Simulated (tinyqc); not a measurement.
Worked calculation: deformation-potential model of the X valleys of a conduction band. Values are carried at full precision from step to step, so a last printed digit may differ when a step is redone from the rounded ones.

s11 = (C11 + C12)/((C11 - C12)(C11 + 2 C12)), s12 = -C12/((C11 - C12)(C11 + 2 C12)), s44 = 1/C44; exx = s11 sxx + s12 (syy + szz) and cyclic, exy = s44 sxy/2; tension is positive. A uniaxial stress X along the unit vector n is s_ij = X n_i n_j.

Constants: kB = 8.617333262e-05 eV/K; hbar^2/2m0 = 3.80998211 eV angstrom^2.

Parameters, chosen for this exercise (near those of AlAs; not measured data): C11 = 123.2 GPa; C12 = 52.3 GPa; C44 = 54.2 GPa; load = uniaxial [110] (kind of stress); X = 0.32 GPa (stress); Xd = 1.05 eV (dilation potential); Xu = 5.61 eV (uniaxial potential); T = 350 K (temperature); ml = 1.097 m0 (longitudinal mass); mt = 0.207 m0 (transverse mass).

## Strain from a uniaxial [110] stress

Form the compliances and the strain.

s11, s12, s44 (1/TPa): 10.8662  -3.2382  18.4502

strain tensor:
```
          x         y          z
x  0.001220  0.001476   0.000000
y  0.001476  0.001220   0.000000
z  0.000000  0.000000  -0.001036
```

## Valley shifts

Valleys with axes along x, y and z, one whole valley each. Herring-Vogt shift of a valley with unit axis a: dE = Xd tr(e) + Xu a.e.a. Non-degenerate shares n_i = exp(-dE_i/kT)/sum_j exp(-dE_j/kT). Inverse mass tensor of a valley: (1 - a a)/mt + a a/ml; the masses are taken as independent of strain.

Apply the Herring-Vogt formula to each valley.

Xd tr(e) = 1.47 meV

a.e.a: x 0.001220, y 0.001220, z -0.001036

shifts dE (meV): x 8.32, y 8.32, z -4.34

The lowest valley is z, 12.7 meV below the highest; the mean shift over all valleys is (Xd + Xu/3) tr(e) = 4.10 meV.

## Shares of the electrons

Boltzmann factors of the shifts.

kT = 30.161 meV

shares: x 0.2840, y 0.2840, z 0.4321

effective number of valley axes, 1/(largest share) = 2.314

## Conductivity mass tensor

With one scattering time for all valleys the conductivity goes as M = sum_i n_i (inverse mass tensor of valley i); along the unit vector u, 1/m_c = u.M.u. Without stress 1/m_c = (1/ml + 2/mt)/3. Take u along [110].

M (1/m0):
```
       x      y      z
x  3.718  0.000  0.000
y  0.000  3.718  0.000
z  0.000  0.000  3.137
```

m_c along [110] = 0.2690 m0
m_c without stress = 0.2837 m0

The repopulation alone changes the mobility along [110] by +5.5 %; with all electrons in the valleys lightest or heaviest along this direction it would change by +37 or -19 %.

## Effective density of states

Each of the 3 whole valleys has m_d = (ml mt^2)^(1/3) and N = 2 (m_d kT/(4 pi c))^(3/2), c = hbar^2/2m0. Counted from the lowest edge, Nc = N x sum_i exp(-(dE_i - dE_min)/kT). 1 angstrom^-3 = 1e24 cm^-3.

m_d = 0.3609 m0
N of one valley = 6.856e+18 cm^-3
Nc under stress = 1.587e+19 cm^-3
Nc without stress = 2.057e+19 cm^-3

## Piezoresistance from repopulation

For small stress d(rho)/rho = pi X. For valleys on the cube axes pi11 = -(2/3) Xu (s11 - s12)/kT x (K - 1)/(2K + 1), pi12 = -pi11/2, pi44 = 0, K = ml/mt. For stress along [110]: pi_l = (pi11 + pi12 + pi44)/2 with the current along it and pi_t = (pi11 + pi12 - pi44)/2 with the current along [1-10]. 1/GPa = 100 x 1e-11/Pa.

K = 5.300

pi11, pi12, pi44 (1e-11/Pa): -64.8  32.4  0.0

pi_l, pi_t for [110] (1e-11/Pa): -16.2  -16.2

Only the transfer between valleys is counted; changes of mass and of intervalley scattering add to it in a real crystal.

## Checks

- Conductivity mass at zero stress against 3/(1/ml + 2/mt): both 0.2837305.
- Piezoresistance coefficients by finite differences against the closed form: largest difference 6.2e-09.

Program tinyqc; command `OMP_NUM_THREADS=1 python tinyqc.py 1050151 1050152 out.jsonl`; about 0.01 s on one thread of a shared Intel(R) Xeon(R) Processor @ 2.30GHz.
